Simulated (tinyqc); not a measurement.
Landau levels of a non-parabolic (Kane) conduction band at kz = 0: sweeps and comparisons. A value that a table varies takes the place of the one given here.

Three-level Kane model: E = (N + 1/2) 2 muB B/m(E) + s g(E) muB B, s = +/-1/2, with 1/m(E) = 1 + (Ep/3)(2/(E + Eg) + 1/(E + Eg + Dso)) and g(E) = 2 - (2 Ep/3)(1/(E + Eg) - 1/(E + Eg + Dso)); E from the band edge, solved self-consistently; remote bands are left out, and so is the confinement energy of a real sheet, which raises m and lowers |g|.

In a field B along z: l = 1/sqrt((e/hbar) B) is the magnetic length, n_B = B/(h/e) the number of states per area in one level, hbar wc = 2 muB B/m for mass m in m0; 1/angstrom^2 = 1e16/cm^2.

Each listed level takes n_B electrons. At zero temperature and without broadening EF sits in the partly filled level.

Constants: e/hbar = 1.519267448e-05 1/(T angstrom^2); h/e = 413566.7697 T angstrom^2; muB = 5.788381798e-05 eV/T.

Inputs chosen for the exercise (near those of InSb; the results hold for these values, not for the real material): Eg = 0.237 eV (gap); Dso = 0.803 eV (spin-orbit splitting); Ep = 23.3 eV (Kane energy); Bs = (0.5, 1, 2, 4, 8, 12, 16) T (fields); B = 13.4 T (magnetic field); n = 11 x 1e11/cm^2 (electron sheet density).

## The fan of levels

The four lowest levels against B, with their labels in order.

Levels (meV):
```
B (T)  first  second   third  fourth        order
0.500   1.43    2.81    5.61    6.94  0+ 0- 1+ 1-
1.00    2.85    5.56   11.01   13.53  0+ 0- 1+ 1-
2.00    5.66   10.88   21.26   25.86  0+ 0- 1+ 1-
4.00   11.13   20.92   40.04   47.95  0+ 0- 1+ 1-
8.00   21.61   39.08   72.82   85.40  0+ 0- 1+ 1-
12.0   31.55   55.36  101.40  117.30  0+ 0- 1+ 1-
16.0   41.03   70.24  127.13  145.59  0+ 0- 1+ 1-
```

What does this show?

The fourth level grows as B^0.96 over the first two rows and B^0.75 over the last two (1 for a parabolic band without a fixed offset such as a valley splitting, 1/2 for massless Dirac electrons). The order of the levels does not change. At the highest field the lowest level has m(E) = 0.0156 and g(E) = -39.5, against 0.0135 and -48.6 at the edge.

## What each parameter does

The second and third levels from below, nu = n/n_B, and EF. Each row changes one parameter from the base and keeps the others.

Results:
```
case                  second level (meV)  third level (meV)    nu  EF (meV)
base                               60.71             110.68  3.39    127.55
B = 16.1 T                         70.59             127.74  2.83    127.74
Eg = 0.284 eV                      53.54             101.51  3.39    116.78
Dso = 0.683 eV                     60.71             112.60  3.39    128.44
Ep = 28 eV                         70.60             127.28  3.39    146.05
n = 13.2 x 1e11/cm^2               60.71             110.68  4.07    168.33
```

What can be read from the table?

The largest shifts from the base row, up to three for each result and ties (the steps differ in size, so this ranks the rows, not the parameters). second level (meV): Ep +9.90, B +9.89, Eg -7.16; unchanged at the printed digits by Dso and n. third level (meV): B +17.06, Ep +16.60, Eg -9.17; unchanged at the printed digits by n. nu: n +0.68, B -0.57; unchanged at the printed digits by Eg, Dso and Ep. EF (meV): n +40.78, Ep +18.51, Eg -10.77.

Computed by tinyqc, a small Python program: `OMP_NUM_THREADS=1 python tinyqc.py 1252559 1252560 out.jsonl` (the numbers bound the seed that draws the inputs); one thread of a shared host (Intel(R) Xeon(R) Processor @ 2.30GHz), about 0.03 s for the whole set of steps.
